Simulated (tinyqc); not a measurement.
Inside a calculation. Model: sheet resistance of a shallow doped layer with concentration-dependent mobility and limited activation. Computed by tinyqc, a small Python program that keeps every step. Command: `OMP_NUM_THREADS=1 python tinyqc.py 3014234 3014235 out.jsonl irvin walk`. One thread of a shared host (Intel(R) Xeon(R) Processor @ 2.30GHz), about 0.02 s of CPU time with the checks. Intermediate numbers are printed to about 7 digits and carried at full precision; extremes and crossings named in words are read from the listed rows.

A layer of one dopant lies in a background of the opposite type. Current flows parallel to the surface down to the junction; depletion is ignored.

Inputs (values chosen for the exercise, modelled on antimony in silicon):

| quantity | value | unit |
|---|---|---|
| surface concentration C_s | 5.5e+19 | 1/cm^3 |
| length l | 61 | nm |
| background C_B | 4.7e+17 | 1/cm^3 |
| mobility floor mu_min | 58.5 | cm^2/(V s) |
| mobility mu_max | 1410 | cm^2/(V s) |
| reference density N_r | 1.02e+17 | 1/cm^3 |
| exponent alpha | 0.692 | - |
| prefactor of the active limit | 4.1e+21 | 1/cm^3 |
| energy of the active limit | 0.557 | eV |
| anneal temperature T | 850 | C |

Profile: erfc.

Constants: k_B = 8.617333262e-05 eV/K; e = 1.602176634e-19 C.

## Active limit and depths

C(x) = C_s erfc(x/l). Temperatures in kelvin are T(C) + 273.15. Active limit C_a = prefactor x exp(-energy/(k_B T)); the junction lies where C = C_B, and the profile exceeds C_a down to x_a (zero if C_s is below C_a). Slope at the junction in nm per decade = ln(10) C/|dC/dx|.

active limit C_a = 1.298445e+19 1/cm^3

junction depth x_j = 113.4292 nm

depth x_a = 51.10629 nm

abruptness at the junction = 33.76717 nm/decade

## Local values

Active density N = min(C, C_a); carriers n = N - C_B; mobility mu = mu_min + (mu_max - mu_min)/(1 + ((N + C_B)/N_r)^alpha). Conductivity e n mu. Depths are 0, 0.2, 0.4, 0.6, 0.8 and 0.95 of x_j.

Along the depth:

| x (nm) | C (1/cm^3) | N (1/cm^3) | mu (cm^2/(V s)) | conductivity (S/cm) |
|---|---|---|---|---|
| 0.0000 | 5.500000e+19 | 1.298445e+19 | 103.0686 | 206.6562 |
| 22.6858 | 3.294097e+19 | 1.298445e+19 | 103.0686 | 206.6562 |
| 45.3717 | 1.610677e+19 | 1.298445e+19 | 103.0686 | 206.6562 |
| 68.0575 | 6.303211e+18 | 6.303211e+18 | 128.7544 | 120.3318 |
| 90.7433 | 1.946879e+18 | 1.946879e+18 | 194.4873 | 46.0200 |
| 107.7577 | 6.864708e+17 | 6.864708e+17 | 270.7638 | 9.3908 |

## Sheet resistance

Integrals from 0 to x_j, where C = C_B (Gauss-Legendre, 60 points on each smooth piece; 1 nm = 1e-7 cm): dose int C dx, carriers int n dx, mean mobility int n mu dx/int n dx, R_s = 1/(e int n mu dx).

chemical dose = 1.886540e+14 1/cm^2

sheet carrier density = 8.785316e+13 1/cm^2

mean mobility = 110.7112 cm^2/(V s)

sheet resistance R_s = 641.7129 ohm/square

carriers per dopant atom = 0.4656841

product R_s x_j = 72788.97 ohm nm

A box at the active limit as deep as x_j would give 427 ohm/square, the least this anneal allows at that depth. Clipping at C_a leaves 53 % of the dose without carriers (compensation included).

## Raising the surface concentration at fixed length

The last column drops the active limit.

Layers:

| C_s (1/cm^3) | x_j (nm) | dose (1/cm^2) | mean mu (cm^2/(V s)) | R_s (ohm/square) | R_s if all active |
|---|---|---|---|---|---|
| 3.00e+18 | 61.0931 | 9.409396e+12 | 195.6191 | 4880.137 | 4.880137e+03 |
| 1.00e+19 | 85.6761 | 3.365577e+13 | 137.3918 | 1533.246 | 1.533246e+03 |
| 3.00e+19 | 104.2360 | 1.025770e+14 | 113.8620 | 779.340 | 6.262479e+02 |
| 1.00e+20 | 121.9344 | 3.435560e+14 | 108.9823 | 556.301 | 2.316365e+02 |
| 2.00e+20 | 131.2128 | 6.877433e+14 | 107.7407 | 488.572 | 1.266954e+02 |
| 5.00e+20 | 142.6811 | 1.720246e+15 | 106.7156 | 426.907 | 5.507160e+01 |
| 1.00e+21 | 150.8507 | 3.441047e+15 | 106.1920 | 392.660 | 2.869281e+01 |
| 2.00e+21 | 158.6483 | 6.882623e+15 | 105.7975 | 365.247 | 1.474803e+01 |

R_s falls as C_s^-0.96 between the first rows and as C_s^-0.10 between the last. Below C_a = 1.3e19 the exponent is set by the mobility, which drops from 196 towards mu_min, and by compensation. Above C_a extra dose only widens the clipped region: in the last row R_s is 24.77 times the fully active value. Caution: in rows with more than about 2e20 active atoms per cm^3 measured mobilities fall further than this form.

Checks made by the program: sheet conductance against adaptive quadrature (relative difference below 1e-10).
